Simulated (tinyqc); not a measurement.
Hot electrons in a saturated n-channel MOSFET, lucky-electron model: one step of the calculation.

Beyond pinch-off the lateral field grows as Esat cosh(y/l) over the velocity-saturated region (pseudo-two-dimensional model). Impact ionisation in this region gives the substrate current, which biases the body forward through Rsub. Currents are per width. Local-field laws: they overstate ionisation when the field peak is narrower than an energy relaxation length.

Task. Length and field scales. Cox = 3.9 eps0/tox, l = sqrt(3 tox xj), Esat = 2 vs/mu.

Inputs (values chosen for the exercise); values close to those of silicon n-channel devices: channel length L = 0.5 um; oxide thickness tox = 11 nm; junction depth xj = 170 nm; effective mobility mu = 280 cm^2/(V s); saturation velocity vs = 8.9e6 cm/s.

Constants: eps0 = 8.8541878128e-14 F/cm where lengths are in cm. Results are converted to the units shown.

Find: Cox; l; Esat; Esat L.

Result.

Cox = 0.31392 uF/cm^2
l = 74.900 nm
Esat = 0.063571 MV/cm
Esat L = 3.1786 V

Computed by the program tinyqc: `OMP_NUM_THREADS=1 python tinyqc.py 2550132 2550133 out.jsonl`, one thread of a shared Intel Xeon 2.30GHz, about 0.01 s for the whole run.
